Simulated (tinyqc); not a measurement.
# Joule-heated wire on a substrate, fin equation, step by step

tinyqc, about 0.01 s, one thread, Intel Xeon 2.30GHz (shared host): `OMP_NUM_THREADS=1 python tinyqc.py 2520053 2520054 out.jsonl` Printed values are rounded.

A wire of length L loses heat along itself to two contacts and sideways to the substrate: kap A theta'' - g theta + p = 0 with theta = T - T0 and p = p0. The ends are held at T0. Constant conductivity, diffusive heat flow.

Parameters, values chosen for the exercise:
```
symbol  value     unit                                  meaning
T0        350        K    temperature of substrate and contacts
kap        65  W/(m K)              conductivity along the wire
A        1200     nm^2                            cross-section
g        0.43  W/(m K)  conductance per length to the substrate
L        3100       nm              length between the contacts
Rc          0     K/uW       thermal resistance of each contact
p0      0.056    uW/nm                       heating per length
```

## Healing length

LH = sqrt(kap A/g); far from the contacts uniform heating p0 would give theta = p0/g.

LH = 425.905 nm
L/LH = 7.27861
p0/g = 130.233 K

## The tridiagonal system

Nodes x_i = i h, h = L/8; box widths w_i = h (h/2 at the ends); c = kap A/h; equation of node i: -c theta_(i-1) + d_i theta_i - c theta_(i+1) = b_i with d_i = 2 c + g w_i, b_i = p(x_i) w_i; theta = 0 at the end nodes.

c = 0.201290 uW/K

```
node  d (uW/K)  b (uW)
1     0.569206    21.7
2     0.569206    21.7
3     0.569206    21.7
4     0.569206    21.7
5     0.569206    21.7
6     0.569206    21.7
7     0.569206    21.7
```

## Temperature rise

Solve -c theta_(i-1) + d_i theta_i - c theta_(i+1) = b_i for nodes 1 to 7, with theta = 0 at nodes 0 and 8.

theta, node 0 to 8 (K): 0.000  76.045  107.235  119.387  122.562  119.387  107.235  76.045  0.000

The hottest node is 4, at 122.6 K above T0; a mesh of 800 steps gives a peak of 123.4 K, so the coarse value is 0.67 % below it. On the fine mesh 72.6 % of the heat leaves through the substrate and the rest through the contacts.

## Closed form at the middle

theta(L/2) = (p0/g)[1 - 1/(cosh(L/(2 LH)) + Rc g LH sinh(L/(2 LH)))], LH = sqrt(kap A/g).

theta(L/2) = 123.395 K
